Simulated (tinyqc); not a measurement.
Resistance of a tapered via with liner, size effect and interface: two fill metals against the diameter.

A round via whose diameter grows from db at the bottom as D(z) = db + 2 z/tan(ang). The fill, of diameter D - 2 tl, starts above the bottom liner (thickness fb tl) and has rho = rho0 (1 + ks lam/(D - 2 tl)); the sidewall liner conducts in parallel with it. The bottom liner and the interface are crossed over the full area pi db^2/4. Spreading in the lines above and below is left out.

Slices between z0 = fb tl and hv, evaluated at their midpoints: conductance per length pi/4 [(D - 2 tl)^2/rho + (D^2 - (D - 2 tl)^2)/rl], slice resistance = slice height over that. 2000 slices. R_fill = sum of the slices; R_bottom = rl fb tl/(pi db^2/4); R_interface = ri/(pi db^2/4). The second fill has rho2, lam2 and tl2 in place of rho0, lam and tl.

Values chosen for this exercise; fill metal close to ruthenium:
- hv = 170 nm (height)
- ang = 89 degrees (sidewall angle)
- rho0 = 7.83 uohm cm (bulk resistivity of the fill)
- lam = 6.41 nm (mean free path of the fill)
- ks = 1.2 (size-effect factor)
- tl = 0.6 nm (liner on the sidewall)
- fb = 0.5 (liner at the bottom over that on the sidewall)
- rl = 190 uohm cm (resistivity of the liner)
- ri = 1.4e-12 ohm cm^2 (interface resistivity at the bottom)
- Sb = 1.5e15 S/m^2 (ballistic conductance per area, about 3/(4 rho0 lam))
- rho2 = 5.27 uohm cm (bulk resistivity of the second fill (close to molybdenum))
- lam2 = 11 nm (its mean free path)
- tl2 = 0.3 nm (its liner)

Two fill metals against the diameter:
```
db (nm),"R, first fill (ohm)","R, second fill (ohm)",ratio second/first
6,706.52,529.18,0.74900
8.5,323.66,246.46,0.76148
12,152.70,116.16,0.76066
17,72.496,54.521,0.75206
24,35.014,25.905,0.73987
35,15.932,11.560,0.72559
49,7.9456,5.6714,0.71377
70,3.8219,2.6870,0.70304
100,1.8470,1.2826,0.69441
```

The ratio goes from 0.749 to 0.694. The second fill gives the lower R in every row.

tinyqc, about 0.01 s, one thread, Intel Xeon 2.30GHz (shared host): `OMP_NUM_THREADS=1 python tinyqc.py 2750179 2750180 out.jsonl`
